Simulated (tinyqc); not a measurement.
Inside a calculation. Model: deep-level transient spectroscopy.

tinyqc, about 0.01 s, one thread, Intel Xeon 2.30GHz (shared host): `OMP_NUM_THREADS=1 python tinyqc.py 2050003 2050004 out.jsonl` Printed values are rounded.

Schottky contact on an n-type layer with shallow donors Nd (all ionised) and a donor-like deep trap, neutral when filled and positive when empty; depletion approximation. Traps within lam of the depletion edge stay filled. A long pulse to Vp fills the traps beyond x1 = Wp - lam; back at Vr those between x1 and x2 = Wr - lam emit. A rate window reads S = C(t2) - C(t1).

Inputs (values chosen for the exercise); material values close to those of silicon: relative permittivity eps_r = 11.9; conduction-band density of states at 300 K Nc = 2.82e19 cm^-3; thermal velocity at 300 K vth = 2.3e7 cm/s; shallow donor density Nd = 2.5e15 cm^-3; built-in voltage Vbi = 0.74 V; depth of the trap below the conduction edge Et = 0.1 eV; capture cross-section sn = 3.5e-16 cm^2; trap density Nt = 7e14 cm^-3; reverse bias Vr = 3.5 V; reverse bias during the filling pulse Vp = 0 V; first sampling time t1 = 10 ms; second sampling time t2 = 40 ms; temperature of the transient T = 65 K.

Constants: q = 1.602176634e-19 C, kB = 1.380649e-23 J/K, eps0 = 8.8541878128e-14 F/cm where lengths are in cm. Results are converted to the units shown.

Range of the model: Below about 110 K shallow donors begin to freeze out, which the model ignores. With Nt above a tenth of Nd the edge x2 moves during the transient, which this model holds fixed, and the transient is not a plain exponential.

## Emission rate and rate window

Emission rate en = sn vth(T) Nc(T) exp(-Et/kB T) = sn g T^2 exp(-Et/kB T), g = vth Nc/(300 K)^2, as vth goes as T^0.5 and Nc as T^1.5 (degeneracy factor 1). For an exponential transient S peaks where en = ew = ln(t2/t1)/(t2 - t1).

g = 7.206667e21 cm^-2 s^-1 K^-2
en = 187.9855 1/s
1/en = 5.319560 ms
ew = 46.20981 1/s

## Widths

lam = sqrt(2 eps0 eps_r (EF - ET)/(q Nd)), EF - ET = Et - (kB T/q) ln(Nc(T)/Nd), Nc(T) = Nc (T/300 K)^1.5. In the steady state at the band bending V, 2 eps0 eps_r V/q = Nd W^2 + Nt (W - lam)^2 (the second term only if W > lam). V = Vbi + Vr gives Wr and V = Vbi + Vp gives Wp; x1 = max(Wp - lam, 0).

lam = 178.5346 nm
Wr = 1357.116 nm
Wp = 585.5973 nm
x1 = 407.0627 nm
x2 = 1178.582 nm
G = (x2^2 - x1^2)/Wr^2 = 0.6642297

The rule Nt = 2 Nd |dC|/C assumes G = 1 and would understate Nt by a factor of about 1/G = 1.51 here (the limit of small Nt/Nd).

## The transient

| sample | t (ms) |
|---|---|
| 0 | 0 |
| 1 | 5 |
| 2 | 10 |
| 3 | 25 |
| 4 | 40 |
| 5 | 80 |
| 6 | 200 |

W(t)^2 = Wr^2 + (Nt/Nd)(x2^2 - x1^2) exp(-en t), C = eps0 eps_r/W; for small Nt, dC/C = -(Nt/2 Nd) G exp(-en t) with G = (x2^2 - x1^2)/Wr^2. S = C(t2) - C(t1).

| sample | C (nF/cm^2) | C - C(final) (pF/cm^2) |
|---|---|---|
| 0 | 7.129173 | -634.7036 |
| 1 | 7.496325 | -267.5516 |
| 2 | 7.655985 | -107.8916 |
| 3 | 7.757316 | -6.5607 |
| 4 | 7.763485 | -0.3916 |
| 5 | 7.763877 | -0.0002 |
| 6 | 7.763877 | 0.0000 |

S = 107.5000 pF/cm^2

## Step 1: peak temperature

T at the start = 300 K

Fixed-point step for en(T) = ew: T(new) = (Et q/kB)/ln(sn g T^2/ew), g = vth Nc/(300 K)^2.

T after step 1 = 52.00306 K

## Course of the iteration for the peak temperature

Start from 300 K; stop when T changes by less than 1e-8 K.

Course of the iteration:

| step | T (K) | change (K) |
|---|---|---|
| 1 | 52.00306 | 248 |
| 2 | 61.69299 | 9.69 |
| 3 | 60.59217 | 1.10 |
| 4 | 60.70631 | 0.114 |
| 5 | 60.69436 | 0.0120 |
| 6 | 60.69561 | 1.25e-3 |
| 7 | 60.69548 | 1.31e-4 |
| 8 | 60.69549 | 1.37e-5 |
| 9 | 60.69549 | 1.43e-6 |
| 10 | 60.69549 | 1.50e-7 |
| 11 | 60.69549 | 1.57e-8 |
| 12 | 60.69549 | 1.64e-9 |

Converged in 12 steps; each multiplies the error by -2 kB T/Et = -0.10.
